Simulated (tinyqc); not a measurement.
Phonon transmission through an interface between two chains by Green functions. Changing the interlayer mass m_b. Computed by tinyqc, a small Python program. Command: `OMP_NUM_THREADS=1 python tinyqc.py 3030287 3030288 out.jsonl agf sweep`. One thread of a shared host (Intel(R) Xeon(R) Processor @ 2.30GHz), about 0.03 s of CPU time with the checks.

Two semi-infinite chains (masses m_1, m_2; springs k_1, k_2), motion along the chain. The central region holds the end atom of each chain and one interlayer atom of mass m_b, joined by springs k_b. lambda = omega^2 in eV/(angstrom^2 u); nu = 15.6333042 THz x sqrt(lambda).

Inputs (values chosen for the exercise, for two model chains): mass m_1 = 70.4 u; spring k_1 = 9.59 eV/angstrom^2; mass m_2 = 57.9 u; spring k_2 = 5 eV/angstrom^2; junction spring k_b = 7.76 eV/angstrom^2; probe frequency / lower band top = 0.76; temperature T = 300 K.

Atoms in the interlayer: one.

Constants: nu for 1 eV/(angstrom^2 u) = 15.6333042 THz; h x 1 THz = 4.135667696 meV; k_B = 8.617333262e-05 eV/K; k_B = 1.380649e-23 J/K; h = 6.62607015e-34 J s.

Method:
- nu_max = 15.6333042 THz x 2 sqrt(k/m); impedance Z = sqrt(k m); long-wave transmission 4 Z_1 Z_2/(Z_1 + Z_2)^2; the probe frequency is the given share of the lower band top.
- In chain i, sin(q_i a/2) = nu/nu_max,i. An outgoing wave makes the next atom move as exp(i q_i a) times the end atom, so the lead adds the self-energy Sigma_i = -k_i exp(i q_i a) to the force-constant matrix; Gamma_i = -2 Im Sigma_i = 2 k_i sin(q_i a).
- A = lambda M - K - Sigma over the central atoms, with K_ii the sum of the springs at i, K_(i,i+1) = -k_b; G = inverse of A; transmission = Gamma_1 Gamma_2 |G_(first,last)|^2.
- Landauer conductance G = k_B int tau(nu) x^2 e^x/(e^x - 1)^2 d nu, x = h nu/(k_B T), from 0 to the lower band top (240 Gauss-Legendre points in s from 0 to 1, nu = nu_top sin(pi s/2)); tau is the transmission, and its thermal mean is G over the value for tau = 1 in the same window; the quantum is g_0 = pi^2 k_B^2 T/(3 h).

One run for each value:
```
interlayer mass m_b (u)  conductance G (pW/K)  thermal mean of the transmission  transmission
14                                     100.42                           0.83888       0.77251
20                                     102.87                           0.85937       0.81343
28                                     105.87                           0.88441       0.86286
39                                     109.23                           0.91245       0.91516
54                                     111.76                           0.93364       0.94386
75                                     110.45                           0.92267       0.88997
100                                    102.60                           0.85711       0.73080
150                                     80.46                           0.67211       0.41549
200                                     63.19                           0.52788       0.23940
280                                     46.60                           0.38925       0.11720
```

Over the rows, conductance G (pW/K) goes from 100 through a maximum among these rows, 112 at 54.0, to 46.6; thermal mean of the transmission goes from 0.839 through a maximum among these rows, 0.934 at 54.0, to 0.389; transmission goes from 0.773 through a maximum among these rows, 0.944 at 54.0, to 0.117. G is largest among these rows at m_b = 54 u; the geometric mean of the two masses is 63.8 u.

Extremes, crossings and ranges named in words are read from the listed rows.
